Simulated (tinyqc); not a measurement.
Two coupled magnetic layers: synthetic antiferromagnet, spin flop, exchange bias and magnetoresistance. Changing the field over the saturation field. Computed by tinyqc, a small Python program. Command: `OMP_NUM_THREADS=1 python tinyqc.py 3015317 3015318 out.jsonl saf sweep`. One thread of a shared host (Intel(R) Xeon(R) Processor @ 2.30GHz), about 0.9 s of CPU time with the checks.

Moments lie in the plane at the angles p1, p2 from the field. Energy per area: E = J1 cos(p1 - p2) + J2 cos^2(p1 - p2) - B M_s (t1 cos p1 + t2 cos p2) + K (t1 sin^2 p1 + t2 sin^2 p2).

Inputs (values chosen for the exercise, for a model stack):
```
quantity                           value              unit
saturation magnetisation M_s        1220              kA/m
thickness t1                         2.6                nm
thickness t2                         2.6                nm
antiferromagnetic coupling J1       0.45            mJ/m^2
biquadratic coupling J2                0            mJ/m^2
in-plane anisotropy K                1.1            kJ/m^3
spin polarisation P1                0.49                 -
spin polarisation P2                0.56                 -
resistance-area product, parallel     10  ohm micrometre^2
```

Field direction: along the easy axis.

Method:
- The parallel state is stable while the Hessian at p1 = p2 = 0 is positive: with c = J1 + 2 J2 and u = B M_s + 2K, (u t1 - c)(u t2 - c) > c^2, so B_sat M_s = c (1/t1 + 1/t2) - 2K. B_K = 2K/M_s.
- The lowest minimum of E over both angles (from five starts; of two mirror images the one with p1 >= 0, and for equal layers |p1| <= |p2|).
- Julliere: TMR = 2 P1 P2/(1 - P1 P2). Conductance G(theta) = G0 (1 + P1 P2 cos theta), so RA(theta) = RA_P (1 + P1 P2)/(1 + P1 P2 cos theta); theta = p2 for the layer next to the barrier.

One run for each value:
```
field over the saturation field  m/m_sat along B  p1 (degrees)  p2 (degrees)  RA at this field (ohm micrometre^2)
0.05                                  1.8618e-14         0.000       -180.00                               17.563
0.16                                  1.6000e-01        80.793        -80.79                               12.208
0.28                                  2.8000e-01        73.740        -73.74                               11.835
0.39                                  3.9000e-01        67.045        -67.05                               11.512
0.51                                  5.1000e-01        59.336        -59.34                               11.179
0.62                                  6.2000e-01        51.684        -51.68                               10.891
0.74                                  7.4000e-01        42.269        -42.27                               10.593
0.85                                  8.5000e-01        31.788        -31.79                               10.334
0.97                                  9.7000e-01        14.070        -14.07                               10.065
```

Describe the trends.

Over the rows, m/m_sat along B rises from 1.86e-14 to 0.970 (exponent d ln y / d ln x 26 between the first rows and 1.00 between the last); p1 (degrees) goes from 0 through a maximum among these rows, 80.8 at 0.160, to 14.1; p2 (degrees) rises from -180 to -14.1 (exponent d ln y / d ln x -0.69 between the first rows and -6.2 between the last).

Extremes, crossings and ranges named in words are read from the listed rows.
